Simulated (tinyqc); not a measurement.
What each parameter does: two-band massive Dirac model of the K valleys.

Basis (conduction, valence): H = [[D/2, a t (tau kx - i ky)], [a t (tau kx + i ky), -D/2 + lam tau sz]], valley tau = +/-1, spin sz = +/-1. The gap of a spin and valley is G = D - lam tau sz. Berry curvature Omega = curl of i<u|grad u>; for the conduction band Omega_c = -tau 2 a^2 t^2 G/(G^2 + 4 a^2 t^2 k^2)^(3/2), and Omega_v = -Omega_c.

Constants: hbar^2/2m0 = 3.80998211 eV angstrom^2.

Parameters, chosen for this exercise (near those used for monolayer MoSe2; shifted at random, so the results belong to these values and not to a real crystal): a = 3.321 angstrom (lattice constant); D = 1.47 eV (gap parameter); t = 0.98 eV (effective hopping); lam = 0.102 eV (half the valence spin splitting).

Flavour tau = sz = +1 at k = 0: gap G, mass c G/(a t)^2 with c = hbar^2/2m0, Omega_c, and the B - A splitting 2 lam.

One parameter was then changed.

Results before and after:

| case | G (eV) | mass (m0) | Omega_c (angstrom^2) | B - A (eV) |
|---|---|---|---|---|
| base | 1.3680 | 0.4921 | -11.320 | 0.2040 |
| changed | 1.3680 | 0.4730 | -11.777 | 0.2040 |

Which of these changes was made? (a) D = 1.617 eV; (b) lam = 0.153 eV; (c) a = 3.3874 angstrom; (d) t = 1.078 eV.

Answer: (c) a = 3.3874 angstrom. Of the candidates, run in turn, only this one gives the changed row.

All candidates:

| case | G (eV) | mass (m0) | Omega_c (angstrom^2) | B - A (eV) |
|---|---|---|---|---|
| base | 1.3680 | 0.4921 | -11.320 | 0.2040 |
| a = 3.3874 angstrom | 1.3680 | 0.4730 | -11.777 | 0.2040 |
| D = 1.617 eV | 1.5150 | 0.5449 | -9.230 | 0.2040 |
| t = 1.078 eV | 1.3680 | 0.4067 | -13.697 | 0.2040 |
| lam = 0.153 eV | 1.3170 | 0.4737 | -12.214 | 0.3060 |

The mass goes as G/(a t)^2 and the curvature as (a t)^2/G^2, so their product is -2c/G.

Computed by tinyqc, a small Python program: `OMP_NUM_THREADS=1 python tinyqc.py 1482388 1482389 out.jsonl` (the numbers bound the seed that draws the inputs); one thread of a shared host (Intel(R) Xeon(R) Processor @ 2.30GHz), about 0.01 s for the whole set of steps.
